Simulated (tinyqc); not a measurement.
Worked calculation: surface segregation during layer-by-layer epitaxy: two-layer exchange kinetics and the shape of quantum wells and delta layers. Computed by tinyqc, a small Python program that keeps every step. Command: `OMP_NUM_THREADS=1 python tinyqc.py 3031192 3031193 out.jsonl mbeseg walk`. One thread of a shared host (Intel(R) Xeon(R) Processor @ 2.30GHz), about 0.02 s of CPU time with the checks. Intermediate numbers are printed to about 6 digits and carried at full precision; extremes and crossings named in words are read from the listed rows.

Atoms A and B exchange only between the growing layer and the one below it. B is supplied for N layers, then pure A follows.

Inputs (values chosen for the exercise, close to those used for indium in GaAs):
```
quantity                                   value      unit
barrier E1 for B to move up                 1.77        eV
segregation energy E_s                      0.19        eV
attempt frequency nu                          10       THz
growth rate G                               0.66  layers/s
share x0 of B in the flux during the well   0.18         -
layers in the well N                           8         -
layer thickness                             2.83  angstrom
temperature T                                430         C
```

Constants: k_B = 8.617333262e-05 eV/K.

## Exchange rates

p1 = nu exp(-E1/(k_B T)) (B up, A down), p2 = nu exp(-(E1 + E_s)/(k_B T)) (B down); time per layer tau = 1/G; K = p1/p2. Temperatures in kelvin are T(C) + 273.15. Dilute equilibrium share passed up per layer R_eq = K/(1 + K).

p1 = 2.05897 1/s

p2 = 0.0895030 1/s

p1 tau = 3.11965

K = 23.0044

R_eq = 0.958341

Exchange and growth compete.

## The second layer

Each layer is deposited complete with B share x_dep and then exchanges for the time tau = 1/G with the layer below, whose share is b (total c = s + b fixed): ds/dt = p1 b (1 - s) - p2 s (1 - b), s(0) = x_dep. With the roots s1 < s2 of the right side, (s - s1)/(s - s2) = [(s(0) - s1)/(s(0) - s2)] exp(-(p1 - p2)(s2 - s1) tau). The lower layer is then buried with c - s, and s becomes the b of the next layer. Layer 1 is deposited on pure A with share x0; with nothing to lift from below, take b = 0 and s(0) = x0 for it. Then layer 2 has x_dep = x0.

share in layer 1 after its exchange = 0.171668

root s1 for layer 2 = 0.330646

root s2 for layer 2 = 1.11191

share in layer 2 after its exchange = 0.318179

share buried in layer 1 = 0.0334892

## Buried profile

In the dilute tail each layer passes up the share R = R_eq (1 - exp(-(p1 + p2) tau)); decay length = -layer thickness/ln R. Index 0 is the last layer of pure A below the well. Share of B outside the intended layers 1..N = 1 - (sum over 1..N)/(N x0).

Share of B:
```
layer  intended    buried
0          0.00  0.008332
1          0.18  0.033489
2          0.18  0.064426
3          0.18  0.096192
4          0.18  0.123735
5          0.18  0.144471
6          0.18  0.158518
7          0.18  0.167374
8          0.18  0.116959
9          0.00  0.082966
10         0.00  0.062916
11         0.00  0.049765
12         0.00  0.040522
13         0.00  0.033700
14         0.00  0.028481
18         0.00  0.016115
23         0.00  0.009004
33         0.00  0.003374
```

share passed up R = 0.921377

decay length = 34.5602 angstrom

peak share (largest buried share) = 0.167374

share of B outside the well = 0.371414

The peak reaches 93 % of x0. B is missing at the lower interface and trails into the cap. Caution: the floating layer fills towards saturation, so the dilute decay length holds only far out in the tail. Caution: two-layer exchange with complete layers is a simplification that can understate segregation at low temperature; desorption, step-edge exchange and surfactants are left out.

## Kinetic against equilibrium segregation over temperature

R_eq = K/(1 + K).

Segregation:
```
T (C)       p1 tau      R_eq         R  decay length (angstrom)  peak share
310    7.64754e-03  0.977707  0.007618                   0.5802    0.180000
350    7.33553e-02  0.971757  0.070655                   1.0679    0.180000
390    5.35658e-01  0.965271  0.411097                   3.1836    0.179930
430    3.11965e+00  0.958341  0.921377                  34.5602    0.167374
470    1.50296e+01  0.951057  0.951056                  56.3949    0.158188
510    6.16646e+01  0.943501  0.943501                  48.6605    0.158471
550    2.20567e+02  0.935750  0.935750                  42.6158    0.159044
590    7.01041e+02  0.927871  0.927871                  37.8025    0.159742
```

The decay length peaks at 470 C among these rows: below, exchange is too slow; above, equilibrium rules and K = exp(E_s/(k_B T)) falls. p1 tau passes 1 between 390 and 430 C, below which sharp interfaces can be grown. Caution: decay lengths below one layer thickness are only formal.

Checks made by the program: closed form against integration of the exchange equation (relative difference below 1e-10); conservation of B (relative difference below 1e-10).
